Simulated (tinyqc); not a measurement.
Inside a calculation: Lorentz oscillators and the Kramers-Kronig relations. Values are carried at full precision from step to step, so a last printed digit may differ when a step is redone from the rounded ones.

eps(E) = 1 + sum_j S_j/(E0_j^2 - E^2 - i G_j E).

Constants: hbar c = 1973.269805 eV angstrom; hbar^2/2m0 = 3.80998211 eV angstrom^2; e^2/(4 pi eps0) = 14.39964547 eV angstrom.

Values chosen for the exercise (line positions loosely like those of GaN; Lorentz tails absorb below the gap, where the real solid is clear; not measured data):
- E0 = (4.68, 7.28, 9.34) eV (resonances)
- G = (1.09, 1.08, 1.63) eV (widths)
- S = (13.1, 86.9, 107.2) eV^2 (strengths)
- E = 6.39 eV (photon energy)
- h = 1 eV (grid step)
- M = 30 (grid points E_j = j h)
- i = 8 (grid index at which eps1 is wanted)

## Dielectric function at one energy

Evaluate each oscillator and the sum.

terms: [-0.6095+0.2243i, 5.4039+3.0653i, 2.1994+0.4937i]

eps(E) = 7.9938+3.7832i
eps(0) = 4.4666

## Optical constants

n + i k = sqrt(eps1 + i eps2) with k >= 0; R = ((n - 1)^2 + k^2)/((n + 1)^2 + k^2) at normal incidence from vacuum; alpha = 2 E k/(hbar c), times 1e8 for 1/cm; loss function Im(-1/eps) = eps2/(eps1^2 + eps2^2).

Convert eps at the photon energy E into the optical constants.

n = 2.9015
k = 0.6519
R = 0.2582
alpha = 4.22e+05 1/cm
loss function = 0.0484
vacuum wavelength hc/E (hc = 1239.841984 eV nm) = 194.0 nm

The intensity falls to 1/e within 23.7 nm.

## Absorptive part on the grid

Tabulate eps2 at E_j = j h.

eps2(E_j), j = 1 .. M: [0.0908, 0.2162, 0.4718, 1.4678, 2.6157, 2.4417, 9.8765, 5.8677, 7.1864, 4.5032, 1.5475, 0.7263, 0.4163, 0.2682, 0.1862, 0.1362, 0.1035, 0.0809, 0.0648, 0.0529, 0.0438, 0.0368, 0.0312, 0.0268, 0.0232, 0.0202, 0.0177, 0.0156, 0.0139, 0.0124]

## eps1 at one grid point

Kramers-Kronig: eps1(E) = 1 + (2/pi) P integral_0^infinity E1 eps2(E1)/(E1^2 - E^2) dE1. Maclaurin rule on the grid E_j = j h, j = 1 .. M: eps1(E_i) = 1 + (4 h/pi) sum over j with j - i odd of E_j eps2(E_j)/(E_j^2 - E_i^2); nothing is added above E_M.

List the terms E_j eps2_j/(E_j^2 - E_i^2) for j - i odd, add them and form eps1.

terms in order of j (1/eV): [-0.0014, -0.0257, -0.3353, -4.6091, 3.8046, 0.2986, 0.0515, 0.0173, 0.0078, 0.0041, 0.0024, 0.0015, 0.0010, 0.0007, 0.0005]

sum = -0.781 1/eV
eps1(E_i) = 0.005

The oscillator formula gives -0.675 at E_i = 8 eV. The rule samples every 2h = 2 eV against a narrowest width of 1.08 eV and stops at 30 eV; coarse sampling and the missing tail make the difference.

## The f-sum on the grid

W(E_M) = (2/pi) h sum_j E_j eps2_j, with half weight on the last point; the full integral equals sum S_j = (hbar omega_p)^2, and the electron density follows from (hbar omega_p)^2 = 8 pi c (e^2/(4 pi eps0)) N with c = hbar^2/2m0.

W(E_M) = 198.88 eV^2
sum S = 207.20 eV^2
share reached on this grid (a step near the line widths can inflate it) = 0.960
hbar omega_p = 14.394 eV
N = 1.50e+23 1/cm^3

## Checks

- The value of eps1 at 6.390 eV from a fine, long grid (with the tail of eps2 ~ 1/E^3 added) against the oscillator formula: both 7.99.

(tinyqc, `OMP_NUM_THREADS=1 python tinyqc.py 1681787 1681788 out.jsonl`, Intel(R) Xeon(R) Processor @ 2.30GHz, 1 thread, shared host, about 0.2 s.)
